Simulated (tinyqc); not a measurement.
Lifetime from the low-frequency admittance.

Problem. At low frequency a p+-n diode with a base of width wb has C_diff/G = (tau/2)(1 - 2 x/sinh 2x), x = wb/sqrt(Dp tau). Find tau, x and the limit of C_diff/G for infinite lifetime, wb^2/(3 Dp).

Parameters, values chosen for the exercise: hole diffusion coefficient Dp = 6.8 cm^2/s; width of the neutral base wb = 0.89 um.

G = 899.09150 S/cm^2
C_diff = 0.32377412 uF/cm^2

Solution. The ratio rises steadily with tau from tau/2 (long base) towards wb^2/(3 Dp) (short base), so one lifetime matches as long as the ratio is below that limit.

tau = 7.00e-9 s
x = 0.408
limit of C_diff/G = 3.88e-10 s

tinyqc, about 0.01 s, one thread, Intel Xeon 2.30GHz (shared host): `OMP_NUM_THREADS=1 python tinyqc.py 2890108 2890109 out.jsonl`
